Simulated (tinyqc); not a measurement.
## Effect of surface-potential fluctuations

The band bending varies over the area as a Gaussian of deviation ss (in units of Vt), so Gp/w = q Dit times the Gaussian mean of ln(1 + y^2)/(2 y), y = x exp(-u), u of deviation ss, x = w tau at the mean bending. Listed: the x of the peak, its height over q Dit, the Dit that the rule Gp/w = 0.40237 q Dit would give, and Gp/w at five times the peak frequency over the peak.

Inputs (values chosen for the exercise): interface trap density Dit = 1.2e12 cm^-2 eV^-1.

Constants: q = 1.602176634e-19 C. Results are converted to the units shown.

Effect of surface-potential fluctuations:

| ss | x at the peak | height/(q Dit) | peak Gp/w (nF/cm^2) | apparent Dit (cm^-2 eV^-1) | ratio at 5 f_peak |
|---|---|---|---|---|---|
| 0 | 1.980 | 0.4024 | 77.36 | 1.200e12 | 0.5767 |
| 0.36 | 2.035 | 0.3881 | 74.61 | 1.157e12 | 0.5939 |
| 0.71 | 2.139 | 0.3561 | 68.47 | 1.062e12 | 0.6400 |
| 1.07 | 2.240 | 0.3187 | 61.27 | 9.503e11 | 0.7001 |
| 1.43 | 2.325 | 0.2835 | 54.51 | 8.455e11 | 0.7566 |
| 1.79 | 2.393 | 0.2528 | 48.60 | 7.539e11 | 0.8032 |
| 2.14 | 2.445 | 0.2273 | 43.70 | 6.778e11 | 0.8391 |
| 2.5 | 2.489 | 0.2050 | 39.42 | 6.115e11 | 0.8679 |

The height falls from 0.402 to 0.205 and the ratio at five times the peak frequency rises from 0.577 to 0.868: the peak grows lower and wider, as patches with different time constants add. The uncorrected rule understates Dit by a factor of 1.96 in the last row; the width ratio gives ss and so the correction.

Computed by the program tinyqc: `OMP_NUM_THREADS=1 python tinyqc.py 2030104 2030105 out.jsonl`, one thread of a shared Intel Xeon 2.30GHz, about 0.02 s for the whole run.
